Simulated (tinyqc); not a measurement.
# From one set of inputs to another, one input at a time

Model: longitudinal sound in a periodic multilayer: transfer matrices, stop bands and folded phonons. Computed by tinyqc, a small Python program. Command: `OMP_NUM_THREADS=1 python tinyqc.py 3000246 3000247 out.jsonl multilayer ladder`. One thread of a shared host (Intel(R) Xeon(R) Processor @ 2.30GHz), about 0.02 s of CPU time with the checks.

Layers 1 and 2 repeat with period d = d_1 + d_2; waves travel normal to the layers, without loss. State vector (u, s): displacement u and stress divided by omega. Impedances Z = rho v are in 1e6 kg/(m^2 s).

The inputs printed are set A. Set A is modelled on silica (layer 1), aluminium nitride (layer 2) and silicon (substrate); the values taken over come from a set modelled on aluminium (layer 1), tungsten (layer 2) and gallium arsenide (substrate). Inputs not listed in the table keep their values of set A, so the rows need not describe a real material.

Inputs (values chosen for the exercise, modelled on silica (layer 1), aluminium nitride (layer 2) and silicon (substrate)):
```
quantity,value,unit
density rho_1,2.2,g/cm^3
velocity v_1,5970,m/s
thickness d_1,738,nm
density rho_2,3.22,g/cm^3
velocity v_2,11100,m/s
thickness d_2,1360,nm
substrate density,2.36,g/cm^3
substrate velocity,8460,m/s
periods N,8,-
```

Method:
- Z = rho v; interface reflection r = (Z_2 - Z_1)/(Z_2 + Z_1) (stress amplitude, from 1 into 2); Bragg frequency f_B = 1/[2 (d_1/v_1 + d_2/v_2)]; long-wave velocity v_eff = d/sqrt[(d_1/v_1)^2 + (d_2/v_2)^2 + (Z_1/Z_2 + Z_2/Z_1)(d_1/v_1)(d_2/v_2)].
- A layer maps (u, s) by [[cos p, sin p/Z], [-Z sin p, cos p]], p = 2 pi f d_i/v_i; one period is M = M_2 M_1, and cos(q d) = trace(M)/2.
- For N periods A = M^N. A wave comes from a thick layer of material 1 and leaves into the substrate (Z_s): transmitted power T = 4 Z_1 Z_s/|Z_1 A_22 + Z_s A_11 - i (Z_1 Z_s A_12 - A_21)|^2, reflected power R = 1 - T.
- Gap m contains m f_B; its edges, where trace(M)/2 = (-1)^m, are found by root search. Weak-contrast estimate of the width: (4 f_B/pi) |r sin(m pi a)|, a = (d_1/v_1)/(d_1/v_1 + d_2/v_2).

Each row keeps all changes above it:
```
input moved,from,to,Bragg frequency f_B (GHz),transmitted power at f_B,lower edge (GHz)
set A,-,-,2.03,6.7234e-07,1.4095e+00
density rho_2 (g/cm^3),3.22,19.3,2.03,2.4238e-19,6.2779e-01
thickness d_1 (nm),738,3.06,4.06,6.3358e-01,3.8210e+00
density rho_1 (g/cm^3),2.2,2.74,4.06,7.0523e-01,3.8694e+00
velocity v_1 (m/s),5970,6510,4.07,7.6312e-01,3.9014e+00
velocity v_2 (m/s),11100,5270,1.93,9.8240e-01,1.9176e+00
thickness d_2 (nm),1360,2.49,530.49,3.5851e-12,2.6787e+02
substrate density (g/cm^3),2.36,5.23,530.49,7.9450e-12,2.6787e+02
```

Which inputs carry the difference?

Bragg frequency f_B goes from 2.03 to 530, a factor 261 in all. The largest single move comes from thickness d_2 (a factor 274), and velocity v_2 works against it (a factor 0.476). Transmitted power at f_B goes from 6.72e-7 to 7.95e-12, a factor 1.18e-5 in all. The largest single move comes from thickness d_1 (a factor 2.61e18), but it runs against the net change; the largest move in the direction of the net change is density rho_2 (a factor 3.61e-13). Lower edge goes from 1.41 to 268, a factor 190 in all. The largest single move comes from thickness d_2 (a factor 140), and density rho_2 works against it (a factor 0.445). The single moves hold for this order of the switches; the total does not depend on the order.

Caution (rows set A, density rho_2, thickness d_2, substrate density): so small a transmitted power at f_B holds only for perfect layers and strictly normal incidence. Caution (rows thickness d_2, substrate density): at these frequencies damping, strong in glasses, and rough interfaces, both left out here, can weaken the stop bands; layers only a few atoms thick are also beyond continuum acoustics.

Extremes, crossings and ranges named in words are read from the listed rows.
